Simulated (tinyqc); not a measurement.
## Sharing a fixed EOT between the layers

Without charge in the stack, a voltage of 1.2 V over an EOT of 0.72 nm gives F1 = (V/EOT)(3.9/e1) and F2 = F1 e1/e2; t2 = e2 (EOT/3.9 - t1/e1).

Inputs (values chosen for the exercise): relative permittivity of layer 1 e1 = 3.89; relative permittivity of layer 2 e2 = 21.3.

Results:

| t1 (nm) | t2 (nm) | physical thickness (nm) | drop over layer 1 (V) | drop over layer 2 (V) |
|---|---|---|---|---|
| 0 | 3.932 | 3.932 | 0 | 1.200 |
| 0.17 | 3.001 | 3.171 | 0.2841 | 0.9159 |
| 0.26 | 2.509 | 2.769 | 0.4344 | 0.7656 |
| 0.35 | 2.016 | 2.366 | 0.5848 | 0.6152 |
| 0.44 | 1.523 | 1.963 | 0.7352 | 0.4648 |
| 0.52 | 1.085 | 1.605 | 0.8689 | 0.3311 |
| 0.61 | 0.5922 | 1.202 | 1.019 | 0.1807 |

Estimate the missing row, t1 = 0.09 nm.

Computed row:

| t1 (nm) | t2 (nm) | physical thickness (nm) | drop over layer 1 (V) | drop over layer 2 (V) |
|---|---|---|---|---|
| 0.09 | 3.440 | 3.530 | 0.1504 | 1.050 |

With this row back in the table: Each 0.1 nm of layer 1 costs 0.548 nm of layer 2, so the physical thickness falls from 3.93 to 1.20 nm. The fields do not change, 16.7 MV/cm in layer 1 and 3.05 MV/cm in layer 2, and layer 1 takes half of the voltage at t1 = 0.359 nm.

Program tinyqc, `OMP_NUM_THREADS=1 python tinyqc.py 2010046 2010047 out.jsonl`; Intel Xeon 2.30GHz, shared host, one thread, about 0.01 s.
